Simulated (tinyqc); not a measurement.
Pair lines: donor-acceptor pair recombination.

h nu = Eg - ED - EA + q/(eps R), q = e^2/(4 pi eps0); shell j lies at R = a_lat sqrt(j/2) for the same sublattice and a_lat sqrt(j/2 - 5/16) for opposite ones (on the same sublattice shells 14, 30, 46, 56, 62, ... are empty, where 2j has the form 4^a (8b + 7)); rate W = W0 exp(-2R/aD) with the donor radius aD = q/(2 eps ED). Polarisation and overlap terms, which matter for close pairs, are left out.

Constants: e^2/(4 pi eps0) = 14.39964547 eV angstrom.

Inputs chosen for the exercise (near those of impurities in Si; shifted at random, so the results belong to these values and not to a real crystal):
```
symbol  value                              unit      meaning
a_lat   5.431                              angstrom  lattice constant
Eg      1.159                              eV        gap
ED      48.6                               meV       donor binding
EA      47.2                               meV       acceptor binding
eps     11.4                                         dielectric constant
W0      1.8                                x 1e7/s   rate at zero distance
kind    opposite                                     sublattices of donor and acceptor
shells  (93, 96, 128, 129, 140, 245, 465)            shell numbers
```

Energy, rate and lifetime for each shell.

Lines:
```
shell  R (angstrom)  Coulomb (meV)  h nu (eV)  step to the next shell (meV)  1/W (microsecond)
93            36.91           34.2     1.0974                          0.18               16.3
96            37.50           33.7     1.0969                          0.18               17.8
128           43.34           29.1     1.0923                          0.11               43.8
129           43.51           29.0     1.0922                          0.11               45.0
140           45.34           27.9     1.0911                         0.099               59.6
245           60.03           21.0     1.0842                         0.043                572
465           82.76           15.3     1.0785                         0.016           1.89e+04
```

limit for distant pairs = 1.0632 eV
aD = 13.0 angstrom

The lines crowd together, on average as R^-3: the step falls from 0.18 to 0.016 meV, so distant pairs merge into a band. Close pairs emit higher and 1.16e+03 times faster over this table, so the band shifts to lower energy with delay and to higher energy with stronger pumping. All these lines lie below Eg, and R/aD runs from 2.8 up.

(tinyqc, `OMP_NUM_THREADS=1 python tinyqc.py 1251803 1251804 out.jsonl`, Intel(R) Xeon(R) Processor @ 2.30GHz, 1 thread, shared host, about 0.03 s.)
